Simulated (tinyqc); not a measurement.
Same peak temperature, different pulse lengths: millisecond and nanosecond annealing: surface heating, thermal budget and solid-phase regrowth. Computed by tinyqc, a small Python program. Command: `OMP_NUM_THREADS=1 python tinyqc.py 3006698 3006699 out.jsonl flash walk`. One thread of a shared host (Intel(R) Xeon(R) Processor @ 2.30GHz), about 0.02 s of CPU time with the checks.

A square pulse heats the surface of a thick wafer with constant thermal properties; losses by radiation are neglected and silicon melts at 1414 C.

Inputs (values chosen for the exercise, modelled on hot silicon with boron): incident fluence = 9.94 J/cm^2; pulse length t_p = 0.00021 s; reflectance R = 0.34; thermal conductivity k = 0.27 W/(cm K); heat capacity per volume c = 2.13 J/(cm^3 K); preheat temperature T0 = 400 C; dopant prefactor D0 = 0.828 cm^2/s; dopant activation energy E = 3.5 eV; regrowth prefactor v0 = 4.1e+08 cm/s; regrowth energy E_v = 2.69 eV; amorphous layer = 23 nm.

Source: scanned laser.

Constants: k_B = 8.617333262e-05 eV/K.

Method:
- Absorbed flux q = (1 - R) fluence/t_p; kappa = k/c. With f(z, t) = (2 q/k) sqrt(kappa t) ierfc(z/(2 sqrt(kappa t))), ierfc(x) = exp(-x^2)/sqrt(pi) - x erfc(x): T = T0 + f(z, t) during the pulse and T0 + f(z, t) - f(z, t - t_p) after it.
- At the surface the rise at the end of the pulse is 2 q sqrt(t_p/(pi k c)); the fluence that just melts the surface scales with (1414 - T0).
- Temperatures in kelvin are T(C) + 273.15.
- Integrate exp(-E/(k_B T(t))) at the surface from 0 to 10 t_p (Gauss-Legendre, 60 points in sqrt(t) up to t_p and 60 in sqrt(t - t_p) after it). (Dt) = D0 x integral with E; regrowth = v0 x integral with E_v; effective time = integral/exp(-E/(k_B T_peak)).
- For each t_p the flux is set so that the peak temperature stays the same: q sqrt(t_p) is fixed.

absorbed flux q = 31240 W/cm^2

kappa = 0.126761 cm^2/s

Pulses:
```
t_p (s)   fluence (J/cm^2)  q (W/cm^2)  thermal length (um)  2 sqrt(Dt) (nm)  regrowth (nm)
1.00e-07        2.1691e-01  1.4316e+06           1.1259e+00       5.7798e-04     5.7379e-03
1.00e-06        6.8593e-01  4.5271e+05           3.5603e+00       1.8277e-03     5.7379e-02
1.00e-05        2.1691e+00  1.4316e+05           1.1259e+01       5.7798e-03     5.7379e-01
1.00e-04        6.8593e+00  4.5271e+04           3.5603e+01       1.8277e-02     5.7379e+00
3.00e-04        1.1881e+01  2.6137e+04           6.1667e+01       3.1657e-02     1.7214e+01
1.00e-03        2.1691e+01  1.4316e+04           1.1259e+02       5.7798e-02     5.7379e+01
3.00e-03        3.7570e+01  8.2653e+03           1.9501e+02       1.0011e-01     1.7214e+02
1.00e-02        6.8593e+01  4.5271e+03           3.5603e+02       1.8277e-01     5.7379e+02
```

Fluence and diffusion length grow as sqrt(t_p), regrowth as t_p. The layer of 23 nm regrows from t_p = 0.001 s on among these rows, at a diffusion length of 0.058 nm. Caution: the shortest pulses need a source absorbed within their thermal length, and the longest also heat the back of the wafer, which the thick-wafer formula leaves out.

Extremes, crossings and ranges named in words are read from the listed rows.
